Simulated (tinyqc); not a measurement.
p-n diode with diffusion and depletion-layer recombination: two steps of the calculation.

Abrupt junction in the depletion approximation, low injection, full ionisation, neutral widths fixed, ohmic contact on the p side. Vj is the junction voltage; where a series resistance Rs is given, V = Vj + J Rs is the terminal voltage.

Values chosen for this exercise; band and dielectric values close to those of 4H silicon carbide: temperature T = 300 K; band gap Eg = 3.32 eV; conduction-band density of states at T Nc = 1.71e19 cm^-3; valence-band density of states at T Nv = 2.54e19 cm^-3; acceptor density Na = 1.1e17 cm^-3; donor density Nd = 5.6e16 cm^-3; electron mobility in the p side mun = 500 cm^2/(V s); hole mobility in the n side mup = 79 cm^2/(V s); electron lifetime tn = 2e-8 s; hole lifetime tp = 3e-9 s; neutral width of the p side wp = 2.5 um; neutral width of the n side wn = 290 um; recombination velocity at the n contact Sp = 1e7 cm/s; series resistance Rs = 0.00012 ohm cm^2; terminal voltage V = 2.96 V.

Constants: q = 1.602176634e-19 C, kB = 1.380649e-23 J/K, Vt = kB T/q. Results are converted to the units shown.

Problem 1. Diffusion lengths and saturation currents. ni = sqrt(Nc Nv) exp(-Eg/(2 Vt)), Eg in volts; D = mu Vt; Ln = sqrt(Dn tn), Lp = sqrt(Dp tp); J0n = q ni^2 Dn coth(wp/Ln)/(Ln Na); J0p = (q ni^2 Dp/(Lp Nd)) (s + tanh(wn/Lp))/(1 + s tanh(wn/Lp)), s = Sp Lp/Dp.

Wanted: ni; Ln; Lp; J0n; J0p.

Solution 1.

ni = 2.7048e-9 cm^-3
Ln = 5.0845 um
Lp = 0.78275 um
J0n = 5.9467e-49 A/cm^2
J0p = 5.4614e-49 A/cm^2

wp/Ln = 0.49 and wn/Lp = 370; electrons carry 52.1 % of the diffusion current.

Problem 2. New Vj. Diffusion current alone: J = J0 (exp(Vj/Vt) - 1), g = Vj + J Rs - V, g' = 1 + Rs J0 exp(Vj/Vt)/Vt, Vj(new) = Vj - g/g'.

Vj after iteration 1 = 3.0883366 V
J0 = J0n + J0p = 1.1408131e-48 A/cm^2

Find: J; g; g'; Vj after iteration 2.

Solution 2.

J = 8689.3 A/cm^2
g = 1.1711 V
g' = 41.334
Vj after iteration 2 = 3.0600 V

Program tinyqc, `OMP_NUM_THREADS=1 python tinyqc.py 2260011 2260012 out.jsonl`; Intel Xeon 2.30GHz, shared host, one thread, about 0.01 s.
